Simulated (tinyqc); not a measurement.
p-n diode with diffusion and depletion-layer recombination: one step of the calculation.

Abrupt junction in the depletion approximation, low injection, full ionisation, neutral widths fixed, ohmic contact on the p side. Vj is the junction voltage; where a series resistance Rs is given, V = Vj + J Rs is the terminal voltage.

Problem. Recombination in the depleted layer. ni = sqrt(Nc Nv) exp(-Eg/(2 Vt)), Eg in volts. Vbi = Vt ln(Na Nd/ni^2), W = sqrt(2 eps0 eps_r (Vbi - Vj)(1/Na + 1/Nd)/q), xp = W Nd/(Na + Nd), xn = W Na/(Na + Nd); u(x) = q Na (x + xp)^2/(2 eps0 eps_r) for x < 0 and Vbi - Vj - q Nd (xn - x)^2/(2 eps0 eps_r) for x > 0; p = Na exp(-u/Vt), n = Nd exp((u - Vbi + Vj)/Vt); U = ni^2 (exp(Vj/Vt) - 1)/(tp (n + ni exp(Et/Vt)) + tn (p + ni exp(-Et/Vt))); J_scr = q times the integral of U from -xp to xn. Trapezoid rule on 12 equal steps.

Inputs (values chosen for the exercise); band and dielectric values close to those of silicon:
```
symbol    value   unit                                               meaning
T           300      K                                           temperature
Eg          1.1     eV                                              band gap
eps_r      11.5                                        relative permittivity
Nc      2.81e19  cm^-3                conduction-band density of states at T
Nv      2.63e19  cm^-3                   valence-band density of states at T
Na       1.3e18  cm^-3                                      acceptor density
Nd       1.2e16  cm^-3                                         donor density
tn         7e-7      s                                     electron lifetime
tp         2e-9      s                                         hole lifetime
Et            0     eV                  trap level above the intrinsic level
Vj         0.31      V  junction voltage at which recombination is evaluated
```

Constants: q = 1.602176634e-19 C, kB = 1.380649e-23 J/K, Vt = kB T/q, eps0 = 8.8541878128e-14 F/cm where lengths are in cm. Results are converted to the units shown.

Give: W; x; u; n; p; U; J_scr.

Solution.

W = 233.9 nm

| point | x (nm) | u (V) | n (cm^-3) | p (cm^-3) | U (cm^-3 s^-1) |
|---|---|---|---|---|---|
| 0 | -2.1 | 0.0000 | 3.043e7 | 1.300e18 | 4.347e13 |
| 1 | 17.4 | 0.0778 | 6.160e8 | 6.422e16 | 8.800e14 |
| 2 | 36.8 | 0.1531 | 1.134e10 | 3.488e15 | 1.620e16 |
| 3 | 56.3 | 0.2212 | 1.583e11 | 2.500e14 | 2.261e17 |
| 4 | 75.8 | 0.2822 | 1.673e12 | 2.364e13 | 2.388e18 |
| 5 | 95.3 | 0.3360 | 1.340e13 | 2.952e12 | 1.880e19 |
| 6 | 114.8 | 0.3826 | 8.135e13 | 4.863e11 | 7.695e19 |
| 7 | 134.3 | 0.4220 | 3.742e14 | 1.057e11 | 4.747e19 |
| 8 | 153.8 | 0.4543 | 1.304e15 | 3.034e10 | 1.498e19 |
| 9 | 173.3 | 0.4794 | 3.443e15 | 1.149e10 | 5.728e18 |
| 10 | 192.8 | 0.4973 | 6.890e15 | 5.742e9 | 2.868e18 |
| 11 | 212.2 | 0.5081 | 1.045e16 | 3.787e9 | 1.892e18 |
| 12 | 231.7 | 0.5117 | 1.200e16 | 3.297e9 | 1.647e18 |

J_scr = 5.376e-5 A/cm^2

tinyqc, about 0.01 s, one thread, Intel Xeon 2.30GHz (shared host): `OMP_NUM_THREADS=1 python tinyqc.py 2260068 2260069 out.jsonl`
